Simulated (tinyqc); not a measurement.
# Input admittance of a MOSFET at zero drain bias: distributed channel and distributed gate: input impedance against frequency

Source and drain grounded, strong inversion, w = 2 pi f, Cox = eps0 eox/tox. The channel is an RC line of resistance 1/(mu Cox Vo) per square fed from both ends, so one finger has the intrinsic admittance y = i w Cox L tanh(g)/g per width, g = (1/2) sqrt(i w tau), tau = L^2/(mu Vo). The vertical resistance rv/L is in series with y, the overlaps 2 i w Cov in parallel: y_t = 1/(1/y + rv/L) + 2 i w Cov. The gate strip is a line of Rsh/L per length loaded by y_t, so a finger has Y = y_t Wf tanh(k)/k, k = (Wf/sd) sqrt(y_t Rsh/L); the device has Nf Y.

Low-frequency limits, with c = Cox L and ct = c + 2 Cov: R_strip = Rsh Wf/(3 sd^2 L Nf), R_ch = (c/ct)^2 L/(12 mu Cox Vo Wf Nf), R_vert = (c/ct)^2 rv/(L Wf Nf), C = ct Wf Nf. Z = 1/(Nf Y) = R + 1/(i w C), Q = |Im Z|/R, far-point signal |1/cosh k|.

Inputs (values chosen for the exercise); values of the order met in silicon radio-frequency transistors:

| symbol | value | unit | meaning |
|---|---|---|---|
| eox | 3.9 |  | relative permittivity of the gate insulator (close to silicon dioxide) |
| tox | 4.8 | nm | insulator thickness |
| L | 0.73 | um | channel length |
| Wf | 0.96 | um | finger width |
| Nf | 64 |  | number of fingers |
| mu | 130 | cm^2/(V s) | channel mobility |
| Vo | 0.7 | V | gate overdrive |
| Rsh | 18 | ohm/square | sheet resistance of the gate |
| rv | 2.7 | ohm um^2 | vertical resistivity of the gate stack |
| sd | 1 |  | number of ends at which a finger is contacted |
| Cov | 0.28 | fF/um | overlap and fringe capacitance on each side |

Constants: eps0 = 8.8541878128e-14 F/cm where lengths are in cm. Results are converted to the units shown.

The same in every row: low-frequency R (ohm) = 12.52.

Result of one run:
```
f (GHz)  w tau      |k|  R (ohm)  C (fF)      Q  signal at the far point
10       3.679  0.08842    12.40   348.4  3.684                   0.9990
```

What becomes of these results when the frequency f is changed from 10 to 0.03 GHz, all else the same?

Result of the changed run:
```
f (GHz)    w tau       |k|  R (ohm)  C (fF)     Q  signal at the far point
0.03     0.01104  0.004989    12.52   357.1  1186                    1.000
```

The whole series:
```
f (GHz)    w tau       |k|  R (ohm)  C (fF)      Q  signal at the far point
0.03     0.01104  0.004989    12.52   357.1   1186                    1.000
0.07     0.02576  0.007621    12.52   357.1  508.5                    1.000
0.2      0.07359   0.01288    12.52   357.1  178.0                    1.000
0.5       0.1840   0.02037    12.52   357.0  71.19                    1.000
1         0.3679   0.02880    12.52   357.0  35.61                    1.000
4          1.472   0.05732    12.50   355.6  8.948                   0.9998
10         3.679   0.08842    12.40   348.4  3.684                   0.9990
30         11.04    0.1320    11.54   296.4  1.552                   0.9953
80         29.44    0.1661    8.196   185.7  1.307                   0.9917
```

R falls from 12.5 to 8.20 ohm and C falls from 357 to 186 fF. Q goes as f^(-1.00) between the first two rows and f^(-0.18) between the last two, where w tau = 29.4 and |k| = 0.166. The low-frequency limits hold both R and C within 5 % up to f = 10 GHz among the rows.

Program tinyqc, `OMP_NUM_THREADS=1 python tinyqc.py 2262005 2262006 out.jsonl`; Intel Xeon 2.30GHz, shared host, one thread, about 0.01 s.
